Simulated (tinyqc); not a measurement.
# Ellipsometry and reflectance of a transparent film on an absorbing substrate: effects of single changes

Air (index 1), film, substrate with N2 = n2 - i k2; time factor exp(+i w t). q_j = sqrt(N_j^2 - sin^2 th), root with positive real part. Fresnel coefficients r_s = (q_a - q_b)/(q_a + q_b), r_p = (N_b^2 q_a - N_a^2 q_b)/(N_b^2 q_a + N_a^2 q_b). tan(Psi) exp(i Delta) = R_p/R_s, Delta taken from 0 to 360 degrees.

Inputs (values chosen for the exercise); indices close to those of a porous low-k film on silicon:

| symbol | value | unit | meaning |
|---|---|---|---|
| lam | 405 | nm | wavelength |
| th | 65 | degrees | angle of incidence |
| n1 | 1.291 |  | index of the transparent film |
| d | 2.4 | nm | film thickness |
| n2 | 5.42 |  | index of the substrate |
| k2 | 0.329 |  | extinction coefficient of the substrate |

Each table varies one quantity; the others keep the values above.

## Psi and Delta against the film thickness

beta = 2 pi d q1/lam, X = exp(-2 i beta), R = (r01 + r12 X)/(1 + r01 r12 X) for p and s. The last column is the derivative of Delta.

Psi and Delta against the film thickness:

| d (nm) | Psi (degrees) | Delta (degrees) | \|R_p\|^2 | \|R_s\|^2 | dDelta/dd (degrees/nm) |
|---|---|---|---|---|---|
| 0 | 25.10 | 177.0 | 0.1600 | 0.7292 | -1.597 |
| 24 | 27.50 | 142.1 | 0.1914 | 0.7061 | -1.217 |
| 49 | 32.79 | 120.3 | 0.2591 | 0.6243 | -0.5064 |
| 73 | 39.73 | 118.4 | 0.3196 | 0.4626 | 0.4267 |
| 98 | 50.16 | 149.5 | 0.3540 | 0.2464 | 2.234 |
| 122 | 49.60 | 211.5 | 0.3519 | 0.2549 | 2.120 |
| 147 | 39.14 | 240.1 | 0.3137 | 0.4736 | 0.3502 |
| 171 | 32.26 | 236.6 | 0.2511 | 0.6304 | -0.5694 |
| 196 | 27.08 | 213.2 | 0.1853 | 0.7085 | -1.277 |
| 220 | 25.09 | 177.4 | 0.1599 | 0.7293 | -1.597 |

Psi goes from 25.1 through a maximum of 50.2 (at d = 98 nm among the rows listed) to 25.1 degrees. The period is 220.3 nm, after which Psi and Delta return to the values of the bare substrate, so one angle and wavelength fix d only up to a multiple of it. The size of the slope of Delta runs from 0.350 to 2.23 degrees/nm among the rows; Delta is counted modulo 360 degrees, and sharper features can lie between the rows.

## Effect of the index of the transparent film

Same model as above.

dDelta/dd is the derivative of Delta; period lam/(2 q1).

Effect of the index of the transparent film:

| n1 | Psi (degrees) | Delta (degrees) | \|R_p\|^2 | \|R_s\|^2 | dDelta/dd (degrees/nm) | period (nm) |
|---|---|---|---|---|---|---|
| 1.25 | 25.14 | 173.6 | 0.1606 | 0.7290 | -1.435 | 235.2 |
| 1.45 | 25.16 | 172.1 | 0.1608 | 0.7287 | -2.048 | 178.9 |
| 1.65 | 25.16 | 171.2 | 0.1608 | 0.7284 | -2.416 | 146.9 |
| 1.85 | 25.15 | 170.7 | 0.1605 | 0.7280 | -2.637 | 125.6 |
| 2.05 | 25.13 | 170.4 | 0.1602 | 0.7277 | -2.761 | 110.1 |
| 2.25 | 25.11 | 170.3 | 0.1597 | 0.7273 | -2.817 | 98.33 |
| 2.45 | 25.07 | 170.3 | 0.1591 | 0.7269 | -2.821 | 88.96 |
| 2.65 | 25.04 | 170.4 | 0.1585 | 0.7265 | -2.786 | 81.32 |

Psi stays near 25.1 degrees and |R_p|^2 goes from 0.1606 through a maximum of 0.1608 (at n1 = 1.45 among the rows listed) to 0.1585. The slope of Delta is largest in size, 2.82 degrees/nm, at n1 = 2.45 among the rows.

Numbers from tinyqc (`OMP_NUM_THREADS=1 python tinyqc.py 2870151 2870152 out.jsonl`; about 0.01 s on one thread of a shared Intel Xeon 2.30GHz).
